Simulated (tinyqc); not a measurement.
Interdiffusion of a quantum well during annealing: blurred potential and shift of the confined levels: one step, computed by the program tinyqc. Command: `OMP_NUM_THREADS=1 python tinyqc.py 3020110 3020111 out.jsonl qwi walk`. One thread of a shared host (Intel(R) Xeon(R) Processor @ 2.30GHz), about 0.06 s of CPU time with the checks.

A square well of width w is blurred by Fick diffusion with a constant coefficient; band offsets are linear in composition, masses are uniform, and strain and excitons are ignored.

Task: Levels before the anneal. Square well, ground state: take the lowest root of k tan(k w/2) = kappa, k^2 = E/c, kappa^2 = (V - E)/c, c = hbar^2/(2m) with hbar^2/(2 m_0) in eV angstrom^2.

Inputs (values chosen for the exercise, modelled on SiGe in silicon (holes and electrons as a model)):
```
quantity               value  unit
well width w             9.8    nm
electron mass m_e      0.197   m_0
hole mass m_h          0.295   m_0
conduction offset V_c  0.023    eV
valence offset V_v      0.19    eV
```

Constants: hbar^2/(2 m_0) = 3.80998212 eV angstrom^2.

Give: electron level before the anneal; hole level before the anneal.

Result:

electron level before the anneal = 7.4827 meV

hole level before the anneal = 9.7002 meV

Caution: the well mass is used in the barriers too; a heavier barrier mass would lower these levels.
